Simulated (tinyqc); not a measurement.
Four-point probe at the centre of a round wafer.

Four collinear probes with spacing s at the centre of a thin disc of diameter d with an insulating edge: Rs = C V/I, C = pi/{ln 2 + ln[((d/s)^2 + 3)/((d/s)^2 - 3)]}; C tends to pi/ln 2 = 4.5324. x = d/s.

Values chosen for this exercise:
- ns = 2.9e13 cm^-2 (sheet density of the layer)
- mu = 830 cm^2/(V s) (drift mobility)
- I = 100 uA (current)

Constants: q = 1.602176634e-19 C. Results are converted to the units shown.

Result of one run:
```
x	C	C over its limit	V for Rs = 1/(q ns mu) (mV)
3.5	2.633	0.5810	9.848
```

What becomes of these results when the ratio d/s x is changed from 3.5 to 10, all else the same?

Result of the changed run:
```
x	C	C over its limit	V for Rs = 1/(q ns mu) (mV)
10	4.171	0.9203	6.217
```

The whole series:
```
x	C	C over its limit	V for Rs = 1/(q ns mu) (mV)
3	2.266	0.5000	11.44
3.5	2.633	0.5810	9.848
4	2.929	0.6462	8.854
5	3.362	0.7419	7.712
7.5	3.927	0.8665	6.602
10	4.171	0.9203	6.217
15	4.364	0.9630	5.941
20	4.436	0.9788	5.845
40	4.508	0.9946	5.752
100	4.528	0.9991	5.726
```

C rises from 2.266 to 4.528. Using 4.5324 overstates Rs by 100 % in the first row and by under 1 % from d/s = 40 on among the rows.

Program tinyqc, `OMP_NUM_THREADS=1 python tinyqc.py 2850124 2850125 out.jsonl`; Intel Xeon 2.30GHz, shared host, one thread, about 0.01 s.
